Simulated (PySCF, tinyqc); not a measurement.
RKS/PBE in the sto-6g basis, for H4, spin multiplicity 1, step by step. The lowest restricted solution is unstable here: a spin-polarised one lies 0.0400 hartree lower (PySCF). Computed by tinyqc, a small Python program that keeps every step (integrals from PySCF). Settings: charge = 0, multiplicity = 1, basis = sto-6g, energy threshold = 1e-08, iteration cap = 86, orthogonalisation = symmetric, start = random, DIIS depth = 8, damping = 0.5, shift = 1.0, method = RKS, functional = pbe,pbe, grid = [30, 86]. Command: `OMP_NUM_THREADS=1 python tinyqc.py 28399 28400 out.jsonl` (the two numbers bound the seeds that draw the settings). One thread of a shared host (Intel(R) Xeon(R) Processor @ 2.60GHz), about 1 s of CPU time with the checks. Later iterations appear only in the table of the cycle.

## One-electron integrals

Geometry (angstrom):
```
atom       x       y       z
H     0.0000  0.0000  0.0000
H     0.0000  0.0000  1.6370
H     0.0000  1.5130  0.0000
H     0.0000  1.5130  1.6370
```

Basis sto-6g: exponents (1/bohr^2) and contraction coefficients of normalised primitives:
```
element  l (shell)  exponent  coefficient
H            s (1)   35.5232       0.0092
H            s (1)    6.5131       0.0494
H            s (1)    1.8221       0.1685
H            s (1)    0.6260       0.3706
H            s (1)    0.2431       0.4165
H            s (1)    0.1001       0.1303
```

Overlap, kinetic and nuclear-attraction integrals over the contracted functions; the nuclear repulsion is the sum of Za Zb / Rab.

nuclear repulsion = 1.820816 hartree

overlap S, order 1H 1s, 2H 1s, 3H 1s, 4H 1s:
```
[[1.0000, 0.2102, 0.2521, 0.0825],
 [0.2102, 1.0000, 0.0825, 0.2521],
 [0.2521, 0.0825, 1.0000, 0.2102],
 [0.0825, 0.2521, 0.2102, 1.0000]]
```

kinetic energy T (hartree), order 1H 1s, 2H 1s, 3H 1s, 4H 1s:
```
[[0.7685, -0.0011, 0.0079, -0.0119],
 [-0.0011, 0.7685, -0.0119, 0.0079],
 [0.0079, -0.0119, 0.7685, -0.0011],
 [-0.0119, 0.0079, -0.0011, 0.7685]]
```

nuclear attraction V (hartree), order 1H 1s, 2H 1s, 3H 1s, 4H 1s:
```
[[-2.1479, -0.3866, -0.4716, -0.1521],
 [-0.3866, -2.1479, -0.1521, -0.4716],
 [-0.4716, -0.1521, -2.1479, -0.3866],
 [-0.1521, -0.4716, -0.3866, -2.1479]]
```

core Hamiltonian H = T + V (hartree), order 1H 1s, 2H 1s, 3H 1s, 4H 1s:
```
[[-1.3794, -0.3877, -0.4637, -0.1641],
 [-0.3877, -1.3794, -0.1641, -0.4637],
 [-0.4637, -0.1641, -1.3794, -0.3877],
 [-0.1641, -0.4637, -0.3877, -1.3794]]
```

## Two-electron integrals

Functions are numbered as in S; the eight-fold symmetry (ij|kl) = (ji|kl) = (kl|ij) leaves the list below.

Two-electron integrals (ij|kl) in chemists' order, unique and non-zero (hartree):
```
(11|11) 0.7750   (21|11) 0.1082   (21|21) 0.0243   (22|11) 0.3192
(22|21) 0.1082   (22|22) 0.7750   (31|11) 0.1345   (31|21) 0.0217
(31|22) 0.0725   (31|31) 0.0359   (32|11) 0.0327   (32|21) 0.0077
(32|22) 0.0361   (32|31) 0.0092   (32|32) 0.0033   (33|11) 0.3431
(33|21) 0.0631   (33|22) 0.2370   (33|31) 0.1345   (33|32) 0.0361
(33|33) 0.7750   (41|11) 0.0361   (41|21) 0.0077   (41|22) 0.0327
(41|31) 0.0092   (41|32) 0.0032   (41|33) 0.0327   (41|41) 0.0033
(42|11) 0.0725   (42|21) 0.0217   (42|22) 0.1345   (42|31) 0.0193
(42|32) 0.0092   (42|33) 0.0725   (42|41) 0.0092   (42|42) 0.0359
(43|11) 0.0631   (43|21) 0.0141   (43|22) 0.0631   (43|31) 0.0217
(43|32) 0.0077   (43|33) 0.1082   (43|41) 0.0077   (43|42) 0.0217
(43|43) 0.0243   (44|11) 0.2370   (44|21) 0.0631   (44|22) 0.3431
(44|31) 0.0725   (44|32) 0.0327   (44|33) 0.3192   (44|41) 0.0361
(44|42) 0.1345   (44|43) 0.1082   (44|44) 0.7750
```

## Orthogonalisation

S = U s U^T; symmetric (Loewdin) form X = U s^(-1/2) U^T, so that X^T S X = 1.

eigenvalues of S: [0.6202, 0.8756, 0.9593, 1.5448]

X, order 1H 1s, 2H 1s, 3H 1s, 4H 1s:
```
[[1.0410, -0.1044, -0.1282, -0.0038],
 [-0.1044, 1.0410, -0.0038, -0.1282],
 [-0.1282, -0.0038, 1.0410, -0.1044],
 [-0.0038, -0.1282, -0.1044, 1.0410]]
```

## Starting guess

The start is random orthonormal orbitals; D = 2 C_occ C_occ^T.

D at the start, order 1H 1s, 2H 1s, 3H 1s, 4H 1s:
```
[[0.5880, 0.4343, 0.4194, -0.7605],
 [0.4343, 0.6545, -0.3636, -0.8825],
 [0.4194, -0.3636, 1.6579, 0.1047],
 [-0.7605, -0.8825, 0.1047, 1.2919]]
```

## Iteration 1: exchange-correlation on the grid

Becke grid with 30 radial and 86 angular points per atom, points of zero weight dropped. rho = sum D_ij phi_i phi_j; V_xc,ij = sum w v_xc phi_i phi_j plus the gradient terms; v_xc is d(rho eps)/d rho at fixed gradient.

The 16 grid points with the largest w rho, of 10288 (bohr, atomic units):
```
x             y        z       w     rho  |grad rho|^2   eps_xc     v_xc
-0.2036  2.1114  -0.7477  0.0342  0.0787        0.0318  -0.3822  -0.4502
0.2036   2.1114  -0.7477  0.0342  0.0787        0.0318  -0.3822  -0.4502
-0.6217  2.2374  -0.6217  0.0350  0.0769        0.0322  -0.3809  -0.4447
0.6217   2.2374  -0.6217  0.0350  0.0769        0.0322  -0.3809  -0.4447
-0.7477  2.1114  -0.2036  0.0343  0.0784        0.0319  -0.3820  -0.4492
0.7477   2.1114  -0.2036  0.0343  0.0784        0.0319  -0.3820  -0.4492
0.7477   2.1114   0.2036  0.0344  0.0780        0.0321  -0.3817  -0.4479
-0.7477  2.1114   0.2036  0.0344  0.0780        0.0321  -0.3817  -0.4479
0.6217   2.2374   0.6217  0.0350  0.0762        0.0326  -0.3806  -0.4422
-0.6217  2.2374   0.6217  0.0350  0.0762        0.0326  -0.3806  -0.4422
0.0000   1.8605  -0.4030  0.0316  0.0845        0.0289  -0.3858  -0.4681
0.4030   1.8605   0.0000  0.0317  0.0839        0.0291  -0.3854  -0.4665
-0.4030  1.8605   0.0000  0.0317  0.0839        0.0291  -0.3854  -0.4665
-0.2036  2.1114   0.7477  0.0344  0.0774        0.0327  -0.3816  -0.4456
0.2036   2.1114   0.7477  0.0344  0.0774        0.0327  -0.3816  -0.4456
0.0000   1.8605   0.4030  0.0320  0.0831        0.0297  -0.3849  -0.4637
```

electrons on the grid, sum of w rho = 4.0000

E_xc = sum of w rho eps_xc = -1.425876 hartree

V_xc (hartree), order 1H 1s, 2H 1s, 3H 1s, 4H 1s:
```
[[-0.3936, -0.0638, -0.0937, -0.0255],
 [-0.0638, -0.3608, -0.0257, -0.0751],
 [-0.0937, -0.0257, -0.5008, -0.0768],
 [-0.0255, -0.0751, -0.0768, -0.4386]]
```

## Iteration 1: building the Kohn-Sham matrix

J_ij = sum D_kl (ij|kl); F = H + J + V_xc; E = tr D H + tr D J / 2 + E_xc + E_nn.

Coulomb J (hartree), order 1H 1s, 2H 1s, 3H 1s, 4H 1s:
```
[[1.5532, 0.3070, 0.4420, 0.1360],
 [0.3070, 1.3858, 0.1375, 0.3801],
 [0.4420, 0.1375, 2.0406, 0.3774],
 [0.1360, 0.3801, 0.3774, 1.7166]]
```

Kohn-Sham matrix F (hartree), order 1H 1s, 2H 1s, 3H 1s, 4H 1s:
```
[[-0.2198, -0.1445, -0.1154, -0.0535],
 [-0.1445, -0.3543, -0.0522, -0.1586],
 [-0.1154, -0.0522, 0.1604, -0.0871],
 [-0.0535, -0.1586, -0.0871, -0.1014]]
```

total energy of this density = -1.427601 hartree

This density is the starting one.

## Iteration 1: diagonalisation and new density

A level shift of 1 hartree raises the virtual space: F + shift (S - S D(s) S), with D(s) the density of one spin (D/2). Diagonalise F' = X^T F X, C = X C', fill 2 alpha and 2 beta electrons from the bottom; D = 2 C_occ C_occ^T; the new density keeps 0.5 of the old one (damping). Each column has its largest component positive (the first on a tie).

F' = X^T F X (hartree):
```
[[0.4515, -0.2881, -0.4071, 0.3236],
 [-0.2881, 0.4353, 0.1313, 0.2529],
 [-0.4071, 0.1313, 0.3581, -0.2196],
 [0.3236, 0.2529, -0.2196, 0.4249]]
```

orbital energies (hartree): [-0.1459, 0.0484, 0.6804, 1.0868]

coefficients C, order 1H 1s, 2H 1s, 3H 1s, 4H 1s:
```
[[-0.6005, 0.2718, -0.1871, 0.8010],
 [-0.5425, -0.3687, 0.7321, -0.3806],
 [-0.1291, 0.7740, -0.0453, -0.7023],
 [0.6452, 0.3354, 0.5554, 0.5231]]
```

D after iteration 1, order 1H 1s, 2H 1s, 3H 1s, 4H 1s:
```
[[0.7285, 0.4427, 0.4976, -0.6766],
 [0.4427, 0.7575, -0.3971, -0.9149],
 [0.4976, -0.3971, 1.4447, 0.2286],
 [-0.6766, -0.9149, 0.2286, 1.1748]]
```

## Iteration 2: exchange-correlation on the grid

As before.

The 16 grid points with the largest w rho, of 10288 (bohr, atomic units):
```
x             y        z       w     rho  |grad rho|^2   eps_xc     v_xc
0.0000   1.8605   0.4030  0.0320  0.0784        0.0225  -0.3762  -0.4590
0.4030   1.8605   0.0000  0.0317  0.0788        0.0220  -0.3764  -0.4607
-0.4030  1.8605   0.0000  0.0317  0.0788        0.0220  -0.3764  -0.4607
0.0000   1.8605  -0.4030  0.0316  0.0791        0.0218  -0.3766  -0.4617
-0.2036  2.1114   0.7477  0.0344  0.0721        0.0258  -0.3721  -0.4377
0.2036   2.1114   0.7477  0.0344  0.0721        0.0258  -0.3721  -0.4377
-0.7477  2.1114   0.2036  0.0344  0.0718        0.0253  -0.3715  -0.4375
0.7477   2.1114   0.2036  0.0344  0.0718        0.0253  -0.3715  -0.4375
0.7477   2.1114  -0.2036  0.0343  0.0718        0.0250  -0.3714  -0.4379
-0.7477  2.1114  -0.2036  0.0343  0.0718        0.0250  -0.3714  -0.4379
0.6217   2.2374   0.6217  0.0350  0.0702        0.0259  -0.3705  -0.4320
-0.6217  2.2374   0.6217  0.0350  0.0702        0.0259  -0.3705  -0.4320
-0.2036  2.1114  -0.7477  0.0342  0.0719        0.0249  -0.3714  -0.4384
0.2036   2.1114  -0.7477  0.0342  0.0719        0.0249  -0.3714  -0.4384
0.0000   1.7823   0.0000  0.0297  0.0824        0.0195  -0.3791  -0.4725
0.6217   2.2374  -0.6217  0.0350  0.0698        0.0253  -0.3697  -0.4315
```

electrons on the grid, sum of w rho = 4.0000

E_xc = sum of w rho eps_xc = -1.397076 hartree

V_xc (hartree), order 1H 1s, 2H 1s, 3H 1s, 4H 1s:
```
[[-0.4154, -0.0669, -0.0948, -0.0259],
 [-0.0669, -0.3772, -0.0261, -0.0756],
 [-0.0948, -0.0261, -0.4864, -0.0754],
 [-0.0259, -0.0756, -0.0754, -0.4276]]
```

## Iteration 2: building the Kohn-Sham matrix

As before.

Coulomb J (hartree), order 1H 1s, 2H 1s, 3H 1s, 4H 1s:
```
[[1.6315, 0.3192, 0.4422, 0.1365],
 [0.3192, 1.4428, 0.1375, 0.3803],
 [0.4422, 0.1375, 1.9577, 0.3660],
 [0.1365, 0.3803, 0.3660, 1.6607]]
```

Kohn-Sham matrix F (hartree), order 1H 1s, 2H 1s, 3H 1s, 4H 1s:
```
[[-0.1632, -0.1354, -0.1163, -0.0535],
 [-0.1354, -0.3138, -0.0526, -0.1591],
 [-0.1163, -0.0526, 0.0920, -0.0971],
 [-0.0535, -0.1591, -0.0971, -0.1463]]
```

total energy of this density = -1.539747 hartree

This density is a damped mixture and is not idempotent.

## Iteration 2: DIIS over 2 matrices

error matrix X^T (FDS - SDF) X:
```
[[0.0000, 0.0693, -0.2765, 0.1438],
 [-0.0693, 0.0000, 0.0023, 0.1123],
 [0.2765, -0.0023, 0.0000, 0.1744],
 [-0.1438, -0.1123, -0.1744, 0.0000]]
```

B (overlaps of the stored error matrices):
```
[[4.9913889e-01, 3.7437854e-01],
 [3.7437854e-01, 2.8993107e-01]]
```

Minimise |sum c_i e_i|^2 with sum c_i = 1: solve [B -1; -1 0][c; lambda] = [0; -1] with B_ij = tr e_i^T e_j, and take F = sum c_i F_i.

DIIS coefficients: [-2.0948, 3.0948]

extrapolated F (hartree), order 1H 1s, 2H 1s, 3H 1s, 4H 1s:
```
[[-0.0447, -0.1165, -0.1181, -0.0534],
 [-0.1165, -0.2288, -0.0533, -0.1599],
 [-0.1181, -0.0533, -0.0512, -0.1180],
 [-0.0534, -0.1599, -0.1180, -0.2402]]
```

## Iteration 2: diagonalisation and new density

As before.

F' = X^T F X (hartree):
```
[[0.5537, -0.3117, -0.4445, 0.2725],
 [-0.3117, 0.5176, 0.1377, 0.2645],
 [-0.4445, 0.1377, 0.2187, -0.2634],
 [0.2725, 0.2645, -0.2634, 0.3278]]
```

orbital energies (hartree): [-0.1183, -0.0945, 0.7079, 1.1226]

coefficients C, order 1H 1s, 2H 1s, 3H 1s, 4H 1s:
```
[[-0.1344, 0.5922, -0.0465, 0.8603],
 [-0.5502, 0.2732, 0.7044, -0.4874],
 [0.5452, 0.5918, -0.2222, -0.6435],
 [0.6974, -0.3506, 0.5821, 0.4036]]
```

D after iteration 2, order 1H 1s, 2H 1s, 3H 1s, 4H 1s:
```
[[0.7330, 0.4571, 0.5260, -0.6397],
 [0.4571, 0.7561, -0.3369, -0.9369],
 [0.5260, -0.3369, 1.3698, 0.2871],
 [-0.6397, -0.9369, 0.2871, 1.1967]]
```

## Convergence

Stop when the energy changes by less than 1e-08 hartree and every element of the error matrix X^T (F D S - S D F) X is below 3e-05.

Course of the cycle:
```
iteration  E (hartree)     change  largest element of the error matrix
1            -1.427601          -                             3.80e-01
2            -1.539747  -1.12e-01                             2.76e-01
3            -1.574529  -3.48e-02                             2.63e-01
4            -1.610262  -3.57e-02                             2.44e-01
5            -1.646133  -3.59e-02                             2.14e-01
6            -1.680926  -3.48e-02                             1.73e-01
7            -1.706216  -2.53e-02                             1.40e-01
8            -1.675585   3.06e-02                             2.16e-01
9            -1.685507  -9.92e-03                             1.94e-01
10           -1.716448  -3.09e-02                             1.56e-01
11           -1.745897  -2.94e-02                             1.40e-01
12           -1.756188  -1.03e-02                             1.34e-01
13           -1.763251  -7.06e-03                             1.27e-01
14           -1.760968   2.28e-03                             1.46e-01
...                ...        ...                                  ...
73           -1.819148  -5.54e-03                             1.26e-01
74           -1.803146   1.60e-02                             1.51e-01
75           -1.805885  -2.74e-03                             1.47e-01
76           -1.794808   1.11e-02                             1.60e-01
77           -1.805366  -1.06e-02                             1.45e-01
78           -1.814422  -9.06e-03                             1.30e-01
79           -1.821357  -6.93e-03                             1.18e-01
80           -1.826423  -5.07e-03                             1.08e-01
81           -1.832780  -6.36e-03                             9.44e-02
82           -1.839040  -6.26e-03                             7.80e-02
83           -1.842251  -3.21e-03                             6.95e-02
84           -1.845343  -3.09e-03                             5.90e-02
85           -1.847891  -2.55e-03                             4.95e-02
86           -1.849078  -1.19e-03                             4.71e-02
```

PySCF RKS in the same basis, fine grid = -1.946889 hartree

Not converged within the cap of 86 iterations: the residual falls in a zigzag, on average by a factor of about 0.90 a step. Reruns (cap 100 unless said): DIIS 8: converged in 17; damping 0.5: not converged; level shift 0.5: converged in 32; atomic densities as start, DIIS 8: converged in 3; the original settings with a cap of 400: not converged.
